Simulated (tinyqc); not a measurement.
What the corrections do to the levels: formation energy of a charged point defect from supercell energies. Computed by tinyqc, a small Python program. Command: `OMP_NUM_THREADS=1 python tinyqc.py 3003853 3003854 out.jsonl formation walk`. One thread of a shared host (Intel(R) Xeon(R) Processor @ 2.30GHz), about 0.01 s of CPU time with the checks.

The host is a compound AB. Making the defect adds n_A = -1, n_B = 0, n_X = 1 atoms to the cell. All total energies are inputs. E_F is counted from the valence-band maximum (VBM); x = 0 is A-rich and x = 1 B-rich growth.

Inputs (values chosen for the exercise, for a model compound AB):

| quantity | value | unit |
|---|---|---|
| gap E_g | 3.31 | eV |
| E_VBM of the host cell | 3.367 | eV |
| potential alignment dV | -0.023 | eV |
| dielectric constant eps | 10 | - |
| cell length L | 15.7 | angstrom |
| mu_A of the pure element | -5.804 | eV |
| formation enthalpy dH of AB | -2.6 | eV |
| growth condition x | 0.29 | - |
| mu_X of the pure element | -5.734 | eV |
| formation enthalpy of XB | -2.3 | eV |

Defect: impurity X on an A site. Supercell lattice: sc.

charge states q: 0  -1  -2  -3

E(defect, q) - E(host), in the order of q (eV): 5.521  9.704  13.107  17.919

Constants: e^2/(4 pi eps_0) = 14.39964548 eV angstrom.

Method:
- dmu_A = x dH and dmu_B = (1 - x) dH, so that dmu_A + dmu_B = dH; mu = mu(element) + dmu. The impurity is held at its solubility limit: dmu_X = min(0, dH(XB) - dmu_B).
- The reservoir term is sum n_i mu_i.
- Image-charge correction of a point charge in a neutralising background: E_corr = q^2 alpha e^2/(4 pi eps_0) / (2 eps L), alpha = 2.837297 for a sc array with L the cube root of the volume.
- E_f(q, E_F) = [E(defect, q) - E(host)] - sum n_i mu_i + q (E_VBM + dV + E_F) + E_corr(q).
- Levels eps(q/q-1) with the terms q dV and E_corr left out or kept.

E_f(q, 0) (eV): (q=0) 5.15100, (q=-1) 6.12011, (q=-2) 6.56946, (q=-3) 8.68803

E_corr (eV): (q=0) 0.00000, (q=-1) 0.13011, (q=-2) 0.52046, (q=-3) 1.17103

Levels above the VBM (eV):

| level | raw | with alignment | with image charge | with both |
|---|---|---|---|---|
| (0/-1) | 0.8160 | 0.8390 | 0.9461 | 0.9691 |
| (-1/-2) | 0.0360 | 0.0590 | 0.4263 | 0.4493 |
| (-2/-3) | 1.4450 | 1.4680 | 2.0956 | 2.1186 |

Alignment moves every level by -dV = +0.023 eV. The image term moves eps(q/q-1) by (1 - 2q) E_corr(1): (0/-1) by +0.130, (-1/-2) by +0.390, (-2/-3) by +0.651 eV, donor levels down and acceptor levels up. It adds 2 E_corr(1) = 0.260 eV to every U. Caution: the largest image-charge correction in these energies, q^2 alpha e^2/(8 pi eps_0 eps L) with alpha = 2.837297, exceeds a quarter of the gap; the point-charge term alone is then a rough estimate, usually too large for a charge that is spread out.

Extremes, crossings and ranges named in words are read from the listed rows.
